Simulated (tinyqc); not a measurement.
Capillary instabilities by surface diffusion: grooving and agglomeration of films, edge retraction, wire break-up and smoothing of roughness: one step, computed by the program tinyqc. Command: `OMP_NUM_THREADS=1 python tinyqc.py 3009260 3009261 out.jsonl dewet walk`. One thread of a shared host (Intel(R) Xeon(R) Processor @ 2.30GHz), about 0.01 s of CPU time with the checks.

Isotropic surface energy; shapes change by surface diffusion alone.

Question. Will grooves cut through? Groove angle beta: sin(beta) = gamma_b/(2 gamma). For circular grains of radius R with spherical caps the groove ends (measured from the mean surface) at the depth R g(beta), g = (2 - 3 cos beta + cos^3 beta)/(3 sin^3 beta). The film parts if R [g(beta_s) + g(beta_i)] > h.

Inputs (values chosen for the exercise, for a model film):
```
quantity                       value   unit
surface energy gamma_s          3.29  J/m^2
grain-boundary energy gamma_b   0.88  J/m^2
interface energy gamma_i         2.5  J/m^2
film thickness h                 6.4     nm
grain radius R                    24     nm
```

Grooves: at the surface and the interface.

Give: beta_s; beta_i; sum of g; critical R/h; final depth over h.

Answer.

beta_s = 7.686 degrees

beta_i = 10.14 degrees

sum of g = 0.07810

critical R/h = 12.80

final depth over h = 0.2929

The grooves stop short by this estimate; triple junctions groove deeper and may still open.
